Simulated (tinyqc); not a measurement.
Landau levels of massive Dirac electrons in two valleys: one step. Where EF lies. The numbers come from values chosen for the exercise (a gapped graphene sheet).

Level 0 takes 2 n_B electrons and each higher level 4 n_B. At zero temperature and without broadening EF sits in the partly filled level.

Levels:
```
label    E (meV)  gap above (meV)
0        0.00000         57.43248
1       57.43248         39.18256
2       96.61504         31.76904
3      128.38408         27.43716
4      155.82124         24.50562
5      180.32686         22.35131
6      202.67817         20.68156
7      223.35973         19.33807
```

nu = 1.94854

Task: Fill the listed levels in order up to nu; give the partly filled level, its energy and its filled share.

Give: level; EF; filled share.

Result:

level: 0

EF = 0.000 meV
filled share = 0.974

Program tinyqc; command `OMP_NUM_THREADS=1 python tinyqc.py 1281255 1281256 out.jsonl`; about 0.01 s on one thread of a shared Intel(R) Xeon(R) Processor @ 2.30GHz.
